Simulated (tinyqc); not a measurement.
Hot electrons in a saturated n-channel MOSFET, lucky-electron model: two steps of the calculation.

Beyond pinch-off the lateral field grows as Esat cosh(y/l) over the velocity-saturated region (pseudo-two-dimensional model). Impact ionisation in this region gives the substrate current, which biases the body forward through Rsub. Currents are per width. Local-field laws: they overstate ionisation when the field peak is narrower than an energy relaxation length.

Parameters, values chosen for the exercise; values close to those of silicon n-channel devices: channel length L = 0.8 um; oxide thickness tox = 20 nm; junction depth xj = 230 nm; threshold VT = 0.61 V; effective mobility mu = 440 cm^2/(V s); saturation velocity vs = 8.8e6 cm/s; ionisation prefactor Ai = 2e6 1/cm; ionisation field Bi = 1.79 MV/cm; resistance of the lightly doped drain Rd = 0 ohm um; substrate resistance Rsub = 2000 ohm um; fall of VT per volt of forward body bias kb = 0.3; drain voltage Vd = 4.4 V; gate voltage Vg = 3.3 V.

Constants: eps0 = 8.8541878128e-14 F/cm where lengths are in cm. Results are converted to the units shown.

Question 1. Length and field scales. Cox = 3.9 eps0/tox, l = sqrt(3 tox xj), Esat = 2 vs/mu.

Give: Cox; l; Esat; Esat L.

Answer 1.

Cox = 0.17266 uF/cm^2
l = 117.47 nm
Esat = 0.040000 MV/cm
Esat L = 3.2000 V

Question 2. Body bias from the substrate current. Cox = 3.9 eps0/tox. Overdrive g = Vg - VT + kb Vb; Vdsat = g Esat L/(g + Esat L); Id = Cox vs (g - Vdsat); dV = Vd - Id Rd - Vdsat; Em = sqrt((dV/l)^2 + Esat^2); Isub = Id (Ai/Bi) l Em exp(-Bi/Em). Vb(new) = Rsub Isub.

Vb at the start = 0 V
l = 117.47340 nm
Esat = 0.04 MV/cm

Find: Vdsat; Id; dV; Em; Isub; Vb after iteration 1.

Answer 2.

Vdsat = 1.461 V
Id = 186.7 uA/um
dV = 2.939 V
Em = 0.2533 MV/cm
Isub = 0.5298 uA/um
Vb after iteration 1 = 0.001060 V

Computed by the program tinyqc: `OMP_NUM_THREADS=1 python tinyqc.py 2550083 2550084 out.jsonl`, one thread of a shared Intel Xeon 2.30GHz, about 0.01 s for the whole run.
